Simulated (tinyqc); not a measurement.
Deep-level transient spectroscopy: one step of the calculation.

Schottky contact on an n-type layer with shallow donors Nd (all ionised) and a donor-like deep trap, neutral when filled and positive when empty; depletion approximation. Traps within lam of the depletion edge stay filled. A long pulse to Vp fills the traps beyond x1 = Wp - lam; back at Vr those between x1 and x2 = Wr - lam emit. A rate window reads S = C(t2) - C(t1).

Problem. Peak temperature. Fixed-point step for en(T) = ew: T(new) = (Et q/kB)/ln(sn g T^2/ew), g = vth Nc/(300 K)^2.

Parameters, values chosen for the exercise; material values close to those of silicon:
```
symbol,value,unit,meaning
Nc,2.79e19,cm^-3,conduction-band density of states at 300 K
vth,2.3e7,cm/s,thermal velocity at 300 K
Et,0.41,eV,depth of the trap below the conduction edge
sn,3.8e-16,cm^2,capture cross-section
```

Constants: q = 1.602176634e-19 C, kB = 1.380649e-23 J/K. Results are converted to the units shown.

ew = 924.19624 1/s
T at the start = 300 K

Find: T after step 1.

Solution.

T after step 1 = 245.4 K

Computed by the program tinyqc: `OMP_NUM_THREADS=1 python tinyqc.py 2050136 2050137 out.jsonl`, one thread of a shared Intel Xeon 2.30GHz, about 0.01 s for the whole run.
